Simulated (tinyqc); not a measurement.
One electron in a tunnel-coupled double dot: charge qubit, sensing and quantum capacitance: one step of the calculation.

Basis (left, right), H = [[ep/2, tc], [tc, -ep/2]], splitting Om = sqrt(ep^2 + 4 tc^2), ep = al times the gate voltage. In equilibrium the electron is on the right with the chance P_R = [1 + (ep/Om) tanh(Om/2 kB T)]/2.

Problem. Splitting and occupation. Also the frequency Om/h, the mixing angle arctan2(2 tc, ep) and the weight of the right dot in the ground state, (1 + ep/Om)/2.

Values chosen for this exercise:
- tc = 3.2 ueV (tunnel coupling)
- T = 0.28 K (electron temperature)
- ep = 2.4 ueV (detuning)

Constants: q = 1.602176634e-19 C, kB = 1.380649e-23 J/K, h = 6.62607015e-34 J s, Vt = kB T/q. Results are converted to the units shown.

Wanted: Om; Om/h; mixing angle; ground-state weight; kB T; P_R.

Solution.

Om = 6.835 ueV
Om/h = 1.653 GHz
mixing angle = 69.44 degree
ground-state weight = 0.6756
kB T = 24.13 ueV
P_R = 0.5247

Computed by the program tinyqc: `OMP_NUM_THREADS=1 python tinyqc.py 2470126 2470127 out.jsonl`, one thread of a shared Intel Xeon 2.30GHz, about 0.01 s for the whole run.
